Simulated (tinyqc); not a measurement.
Inside a calculation. Model: electron-beam lithography: double-Gaussian proximity function, edge placement and dose correction for parallel lines. Computed by tinyqc, a small Python program that keeps every step. Command: `OMP_NUM_THREADS=1 python tinyqc.py 3113752 3113753 out.jsonl proximity walk`. One thread of a shared host (Intel(R) Xeon(R) Processor @ 2.30GHz), about 0.01 s of CPU time with the checks. Intermediate numbers are printed to about 5 digits and carried at full precision; extremes and crossings named in words are read from the listed rows.

Lines are infinitely long. Absorbed energy is counted so that the middle of a very large area written at dose 1 receives 1; the resist develops where it exceeds 1/2.

Inputs (values chosen for the exercise, of the order of those for 100 keV electrons in resist on silicon): forward range alpha = 0.01 micrometre; backscatter range beta = 34 micrometre; backscatter ratio eta = 0.97; base dose D0 = 60 microcoulomb/cm^2; beam current = 0.37 nA; pixel size = 5 nm; width of the test line = 0.15 micrometre; pattern density around the test line = 0.29.

line widths (micrometre): [7.5, 0.097, 0.038, 18]

gaps between the lines (micrometre): [9, 0.16, 11]

Constants: e = 1.602176634e-19 C.

## Layout

The first line starts at x = 0; each next one starts after the width and the gap.

Lines (micrometre):
```
line  left edge  right edge   centre
1         0.000       7.500   3.7500
2        16.500      16.597  16.5485
3        16.757      16.795  16.7760
4        27.795      45.795  36.7950
```

## Interaction matrix

f(r) = [exp(-r^2/alpha^2)/alpha^2 + eta exp(-r^2/beta^2)/beta^2]/(pi (1 + eta)). A line from a to b at dose d gives E(x) = d [S(alpha) + eta S(beta)]/(1 + eta), S(s) = [erf((b - x)/s) - erf((a - x)/s)]/2. M_ij is the mean of E at the two edges of line i from line j at dose 1.

M, rows 1, 2, 3, 4:
```
[[0.31411, 0.00068, 0.00027, 0.05887],
 [0.05303, 0.25460, 0.00031, 0.10245],
 [0.05276, 0.00079, 0.25412, 0.10323],
 [0.02528, 0.00054, 0.00021, 0.38822]]
```

## Dose correction

Uncorrected edge energies are M 1. Solve M d = 1/2 for the doses d that put the mean edge energy of every line at the threshold.

edge energies at dose 1: 1 0.37392, 2 0.41039, 3 0.41090, 4 0.41425

corrected doses: 1 1.3639, 2 1.1967, 3 1.1945, 4 1.1968

largest over smallest dose = 1.1418

Line 1 needs the most and line 3 the least; a narrow isolated line much wider than alpha would need 1 + eta = 1.97.

## Printed widths

Edges are the roots of E(x) = 1/2 between a line centre and the middle of the next gap. Three cases: dose 1 everywhere; one common dose equal to the mean of d; the corrected doses.

Width error, printed less drawn (nm):
```
line  drawn width (nm)   dose 1  mean dose  corrected
1                 7500  -9.4923    -2.1035   7.10e-05
2                   97  -6.4775     0.4546   1.00e-06
3                   38  -6.4379     0.4903          0
4                18000  -6.1921     0.7261   4.90e-05
```

With the common mean dose the errors span 2.8 nm. With corrected doses the largest error is below 0.01 nm.

## Dose to size and latitude

A test line of width w << beta in surroundings of density rho, all at dose d: near its edge E(x) = d [S + eta rho]/(1 + eta), S = [erf((b - x)/alpha) - erf((a - x)/alpha)]/2 for edges a and b, the second term being the background energy. Dose to size d_s = (1 + eta)/(erf(w/alpha) + 2 eta rho), dose = d_s D0; edge slope d [1 - exp(-w^2/alpha^2)]/(sqrt(pi) alpha (1 + eta)); width change per 1 % of dose = 2 x 0.01 x (1/2)/slope.

dose to size d_s = 1.2607

dose = 75.643 microcoulomb/cm^2

edge slope = 0.036106 1/nm

width change per 1 % of dose = 0.27696 nm

background energy = 0.18002

The background supplies 36 % of the threshold.

## Shot noise and writing time

With dose = d_s D0: electrons per pixel N = dose x pixel area/e; relative noise 1/sqrt(N); time per cm^2 of pattern area = dose x density/current; pixel rate = current/(dose x pixel area).

electrons per pixel = 118.03

shot noise = 9.2045 %

writing time per cm^2 = 16.469 h

pixel rate = 19.566 MHz

Checks made by the program: corrected edge energies (relative difference below 1e-10).
